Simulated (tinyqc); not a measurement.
# Polarisation charge from two barrier thicknesses

Question. VT = phiB - dEc - q sigma d/(eps0 eps_r). Find sigma, phiB - dEc and the thickness at which VT = 0.

Values chosen for this exercise:
```
symbol,value,unit,meaning
eps_r,9.4,,relative permittivity of barrier and channel
```

Constants: q = 1.602176634e-19 C, eps0 = 8.8541878128e-14 F/cm where lengths are in cm. Results are converted to the units shown.

VT for d = 15 and 21 nm (V): -3.0761526  -4.6354137

Answer. VT is linear in d.

sigma = 1.35e13 cm^-2
phiB - dEc = 0.822 V
thickness for VT = 0 = 3.16 nm

Numbers from tinyqc (`OMP_NUM_THREADS=1 python tinyqc.py 2570045 2570046 out.jsonl`; about 0.01 s on one thread of a shared Intel Xeon 2.30GHz).
